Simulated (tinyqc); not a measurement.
Wannier function of the lower band of a two-orbital chain: one step. Hoppings and interpolation. Three cases, with inputs chosen for the exercise.

Problem. H(R) = (1/N) sum_j E_j cos(2 pi j R/N) for R = 0 to N/2. Interpolation: E(k) = H(0) + 2 sum H(R) cos(kR), the term R = N/2 of an even mesh counted once.

Give: H(0), H(1), ...; interpolated E(kq).

Case 1.

Values chosen: kq = 2.85 1/a (point off the mesh).

Mesh:
```
j  E lower (eV)  E upper (eV)                   u_A                   u_B  |<trial|u>|
0     -4.231402      3.631402             0.6976002             0.7164873     0.999911
1     -2.847196      2.847196  0.6120210-0.2174470i  0.7286041+0.2174470i     0.947965
2     -0.694145      1.294145             0.3243278             0.9459448     0.898218
3     -2.847196      2.847196  0.6120210+0.2174470i  0.7286041-0.2174470i     0.947965
```

Solution.

H(0), H(1), ... (eV): [-2.6550, -0.8843, 0.1922]

interpolated E(kq) = -0.8006 eV

The exact value is -0.8459 eV; the interpolation is off by +45.3 meV. Though the chain has short hoppings, the single band has longer ones, made by paths through the other orbital, which the tails of the Wannier function carry.

Case 2.

Values chosen: kq = 2.48 1/a (point off the mesh).

Mesh:
```
j  E lower (eV)  E upper (eV)                   u_A                   u_B  |<trial|u>|
0     -2.760019      2.380019             0.6015553             0.7988312     0.920378
1     -2.379540      2.189540  0.6190627-0.0636174i  0.7749662+0.1101886i     0.923607
2     -1.540703      1.730703  0.6739517-0.0870585i  0.7179640+0.1507898i     0.942641
3     -1.041990      1.421990             0.7269177             0.6867246     0.972891
4     -1.540703      1.730703  0.6739517+0.0870585i  0.7179640-0.1507898i     0.942641
5     -2.379540      2.189540  0.6190627+0.0636174i  0.7749662-0.1101886i     0.923607
```

Solution.

H(0), H(1), ... (eV): [-1.9404, -0.4261, 0.0197, -0.0067]

interpolated E(kq) = -1.2610 eV

The exact value is -1.2633 eV; the interpolation is off by +2.3 meV. Though the chain has short hoppings, the single band has longer ones, made by paths through the other orbital, which the tails of the Wannier function carry.

Case 3.

Values chosen: kq = 1.86 1/a (point off the mesh).

Mesh:
```
j  E lower (eV)  E upper (eV)                   u_A                   u_B  |<trial|u>|
0     -2.323345      2.343345             0.8362324             0.5483751     0.973357
1     -2.036207      2.046207  0.8342107-0.0610687i  0.5217388+0.1677849i     0.962347
2     -1.304971      1.294971  0.8459045-0.0972139i  0.4512830+0.2670931i     0.949238
3     -0.710928      0.690928             0.9139310             0.4058696     0.997630
4     -1.304971      1.294971  0.8459045+0.0972139i  0.4512830-0.2670931i     0.949238
5     -2.036207      2.046207  0.8342107+0.0610687i  0.5217388-0.1677849i     0.962347
```

Solution.

H(0), H(1), ... (eV): [-1.6194, -0.3906, 0.0512, -0.0250]

interpolated E(kq) = -1.5014 eV

The exact value is -1.4905 eV; the interpolation is off by -10.9 meV. Though the chain has short hoppings, the single band has longer ones, made by paths through the other orbital, which the tails of the Wannier function carry.

Computed by tinyqc, one run a case: `OMP_NUM_THREADS=1 python tinyqc.py N N+1 out.jsonl` with N = 1450918, 1451169, 1452729; one thread of a shared Intel(R) Xeon(R) Processor @ 2.30GHz, about 0.2 s a run at most.
